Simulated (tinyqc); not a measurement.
The 3-omega method: a line heater on a substrate with a thin film: one step, computed by the program tinyqc.

A current at angular frequency omega = 2 pi f heats the line at 2 omega with the amplitude P per length; the temperature swing Delta T at 2 omega gives a voltage at 3 omega. The substrate is taken as semi-infinite and isotropic, and the heat capacity of heater and film is left out.

Task: Temperature swing of the bare substrate. Delta T_s = (P/(pi kappa)) int_0^infinity (sin x/x)^2 / sqrt(x^2 + (q b)^2) dx with (q b)^2 = i |q b|^2, averaged over the heater width (12 Gauss-Legendre points on each of the pieces 0, 14 log-spaced edges from 1e-5 to 1, and multiples of pi to 40 pi; the tail adds 1/(4 (40 pi)^2)). For |q| b much below 1: Delta T_s = (P/(pi kappa)) [-ln(|q| b) + eta - i pi/4], eta = 3/2 - C_E = 0.92278, with Euler's C_E = 0.5772157.

Inputs (values chosen for the exercise, modelled on silica on sapphire): substrate conductivity kappa = 36.3 W/(m K); substrate heat capacity C = 2.98 1e6 J/(m^3 K); heater half-width b = 2.9 micrometre; power amplitude per length P = 21 W/m; current frequency f = 3100 Hz.

|q| b = 0.1639980

Give: in-phase Delta T_s; out-of-phase Delta T_s; in-phase, narrow-line form; out-of-phase, narrow-line form.

Result:

in-phase Delta T_s = 0.5035 K

out-of-phase Delta T_s = -0.1423 K

in-phase, narrow-line form = 0.5028 K

out-of-phase, narrow-line form = -0.1446 K

The narrow-line form misses the in-phase part by -0.13 % and the out-of-phase part by +1.6 % at |q| b = 0.164.
